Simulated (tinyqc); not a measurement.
# Trench capacitor in an array: capacitance, non-linearity, leakage and relaxation: several studies

A film between two metal electrodes, each interface adding a series capacitance ci. The small-signal permittivity is ek (1 + aq E^2); the field is found with the linear permittivity. Leakage J = J0 sinh(E/Ef). After a voltage step the film passes a relaxation current kr C V tt^(-nr), tt being the time in seconds. The sidewall is a coaxial capacitor with radii a = dm/2 - t and b = dm/2, depth AR dm; the end face is left out.

Parameters, values chosen for the exercise; permittivity of the order of that of silicon nitride: relative permittivity of the film ek = 7.63; film thickness t = 13 nm; capacitance of each electrode interface (dead layer and screening) ci = 240 uF/cm^2; quadratic field coefficient of the permittivity aq = 0.00099 cm^2/MV^2; bias V = 1.8 V; exponent of the relaxation current nr = 0.92; strength of the relaxation kr = 0.0015; leakage prefactor J0 = 3.4e-10 A/cm^2; field for an e-fold rise of the leakage Ef = 0.46 MV/cm; aspect ratio, depth over diameter AR = 50; pitch of the square array pt = 140 nm; resistivity of the inner electrode rho = 240 uohm cm; duration of the write pulse t0 = 2e-8 s.

Constants: eps0 = 8.8541878128e-14 F/cm where lengths are in cm. Results are converted to the units shown.

Each table varies one quantity; the others keep the values above.

## Capacitance, non-linearity and leakage against thickness

Planar film: Cf = eps0 ek/t, 1/C = 1/Cf + 2/ci, EOT = 3.9 eps0/C, effective permittivity C t/eps0, E = (V/t) C/Cf; quadratic coefficient [C(V)/C - 1]/V^2 with Cf (1 + aq E^2) in C(V).

Capacitance, non-linearity and leakage against thickness:

| t (nm) | C (uF/cm^2) | EOT (nm) | effective permittivity | E (MV/cm) | quadratic coefficient (ppm/V^2) | J (A/cm^2) |
|---|---|---|---|---|---|---|
| 2.5 | 2.643 | 1.307 | 7.462 | 7.041 | 1.480e4 | 7.558e-4 |
| 3.7 | 1.799 | 1.920 | 7.516 | 4.792 | 6909 | 5.684e-6 |
| 5.5 | 1.216 | 2.840 | 7.553 | 3.240 | 3174 | 1.945e-7 |
| 8.2 | 0.8183 | 4.220 | 7.578 | 2.180 | 1442 | 1.944e-8 |
| 12 | 0.5603 | 6.162 | 7.594 | 1.493 | 677.9 | 4.359e-9 |
| 18 | 0.3741 | 9.229 | 7.606 | 0.9969 | 302.7 | 1.465e-9 |
| 27 | 0.2497 | 13.83 | 7.614 | 0.6653 | 135.0 | 6.820e-10 |
| 40 | 0.1687 | 20.47 | 7.619 | 0.4494 | 61.61 | 3.875e-10 |
| 60 | 0.1125 | 30.70 | 7.623 | 0.2997 | 27.42 | 2.375e-10 |

Read the table: what changes, and by how much?

C falls from 2.64 to 0.112 uF/cm^2 while the effective permittivity goes from 7.46 to 7.62 (ek = 7.63). EOT is a straight line in t with slope 3.9/ek = 0.511 and intercept 0.0288 nm. The quadratic coefficient goes as t^(-1.94) between the first two rows and t^(-2.00) between the last two (-2 without interfaces), and J falls by 6.50 decades. For t = 2.5, 3.7 direct tunnelling, left out, would add to the leakage.

## Cell against the diameter of the hole

Per length 1/c = ln(b/a)/(2 pi eps0 ek) + (1/a + 1/b)/(2 pi ci); cell capacitance c AR dm; per footprint over pt^2; fields c V/(2 pi eps0 ek r) at r = a and b; resistance of the inner electrode rho AR dm/(pi a^2); time constant R C/3 of the distributed line. The pitch is scaled as pt dm/(71 nm).

Cell against the diameter of the hole:

| dm (nm) | cell capacitance (fF) | per footprint (uF/cm^2) | field at a (MV/cm) | field at b (MV/cm) | R (kohm) | R C/3 (ps) |
|---|---|---|---|---|---|---|
| 34 | 0.49574 | 11.030 | 3.0915 | 0.72741 | 81.169 | 13.413 |
| 45 | 1.1023 | 14.000 | 2.1868 | 0.92332 | 19.046 | 6.9980 |
| 61 | 2.3199 | 16.035 | 1.8431 | 1.0575 | 7.6083 | 5.8835 |
| 81 | 4.4212 | 17.331 | 1.6834 | 1.1430 | 4.0912 | 6.0294 |
| 110 | 8.6197 | 18.322 | 1.5823 | 1.2083 | 2.3819 | 6.8438 |
| 150 | 16.652 | 19.035 | 1.5186 | 1.2553 | 1.4905 | 8.2734 |
| 190 | 27.284 | 19.439 | 1.4852 | 1.2820 | 1.0793 | 9.8163 |
| 260 | 52.148 | 19.840 | 1.4539 | 1.3085 | 0.72549 | 12.611 |

As dm goes from 34 to 260, the cell capacitance rises from 0.496 to 52.1 fF, the capacitance per footprint rises from 11.0 to 19.8 uF/cm^2, the ratio of the two fields falls from 4.25 to 1.11 and R C/3 goes from 13.4 through a minimum of 5.88 (at dm = 61 among the rows listed) to 12.6 ps; the time constant goes as dm^(-2.32) between the first two rows and dm^(0.80) between the last two.

## Charge lost after writing

Planar film: Cf = eps0 ek/t, 1/C = 1/Cf + 2/ci, EOT = 3.9 eps0/C, effective permittivity C t/eps0, E = (V/t) C/Cf. A capacitor written for t0 and then left open loses, as a share of C V, kr (tt^(1 - nr) - t0^(1 - nr))/(1 - nr) by relaxation and J tt/(C V) by leakage; both are taken as small, and rows far outside that range are left out.

The same in every row: leakage current (nA/cm^2) = 3.3960.

Results:

| tt (s) | relaxation current (nA/cm^2) | loss by relaxation (%) | loss by leakage (%) | total loss (%) |
|---|---|---|---|---|
| 1e-6 | 4.6261e5 | 0.16684 | 3.6462e-7 | 0.16684 |
| 0.0001 | 6686.8 | 0.44340 | 3.6462e-5 | 0.44344 |
| 0.001 | 803.93 | 0.62492 | 3.6462e-4 | 0.62529 |
| 0.01 | 96.653 | 0.84315 | 0.0036462 | 0.84680 |
| 0.1 | 11.620 | 1.1055 | 0.036462 | 1.1420 |
| 1 | 1.3971 | 1.4210 | 0.36462 | 1.7856 |
| 10 | 0.16796 | 1.8002 | 3.6462 | 5.4464 |

Estimate the missing row, tt = 1e-5 s.

Computed row:

| tt (s) | relaxation current (nA/cm^2) | loss by relaxation (%) | loss by leakage (%) | total loss (%) |
|---|---|---|---|---|
| 1e-5 | 55618 | 0.29242 | 3.6462e-6 | 0.29243 |

With this row back in the table: The two currents are equal at tt = 0.381 s. The loss by relaxation grows from 0.167 to 1.80 %, by 0.126 points over the first decade and 0.379 over the last, while the loss by leakage grows tenfold a decade. Leakage is the larger loss for tt = 10 s. For tt = 10 the falling voltage would already cut the leakage, so the linear estimate overstates the loss.

Numbers from tinyqc (`OMP_NUM_THREADS=1 python tinyqc.py 2102107 2102108 out.jsonl`; about 0.01 s on one thread of a shared Intel Xeon 2.30GHz).
